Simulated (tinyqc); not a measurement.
Length of a polyene: Hueckel, PPP and singles CI along the polyenes. Computed by the program tinyqc. 

All-trans chains of carbon centres 1.40 angstrom apart:
```
parameter                               value
beta (eV), times 1 +/- alternation  -2.260000
alternation                          0.100000
W (eV)                              11.160000
gamma_rr (eV)                       11.340000
repulsion formula                        Ohno
```

Hueckel uses the same beta without repulsion; CIS keeps all single excitations and so misses the low, doubly excited 2Ag state. W is the valence ionisation energy of a centre, MN the Mataga-Nishimoto formula, f the oscillator strength.

Gaps and excitations (eV):
```
centres  Hueckel gap  PPP orbital gap  bright singlet (CIS)      f  lowest triplet (CIS)
2              4.972           12.591                 6.833  0.586                 3.111
4              3.338           10.210                 5.421  1.056                 2.292
6              2.591            9.024                 4.603  1.453                 1.908
8              2.169            8.333                 4.089  1.805                 1.704
10             1.901            7.892                 3.745  2.128                 1.585
```

The Hueckel gap tends to 4 x alternation x |beta| = 0.90 eV for long chains. Exchange opens the PPP orbital gap, and the attraction of electron and hole brings the bright state 4.15 eV below it at 10 centres; the triplet lies 2.16 eV lower still.
